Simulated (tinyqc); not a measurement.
Two-valley model of the transferred-electron effect: one step, computed by the program tinyqc.

Both kinds of valley share one electron temperature T_e, and each has a constant mobility.

Question. Does a domain form? Space charge grows at the rate n e |mu_d|/(eps eps_0) during the transit time L/v, with v the valley velocity; Kroemer's criterion asks n L > eps eps_0 v/(e |mu_d|). Transit frequency v/L.

Inputs (values chosen for the exercise, for a model semiconductor): lattice temperature T = 300 K; doping n = 1.1e+15 1/cm^3; device length L = 1 micrometre; permittivity eps = 11.9.

Solver: damped fixed point.

valley velocity = 3.515217 1e7 cm/s

most negative differential mobility = -351.9216 cm^2/(V s)

Constants: eps_0 = 8.8541878128e-12 F/m; e = 1.602176634e-19 C.

Give: critical n L; n L of the device; transit frequency.

Answer.

critical n L = 6.5689e+11 1/cm^2

n L of the device = 1.10e+11 1/cm^2

transit frequency = 351.52 GHz

n L is 0.167 times the critical product: the field profile stays stable.
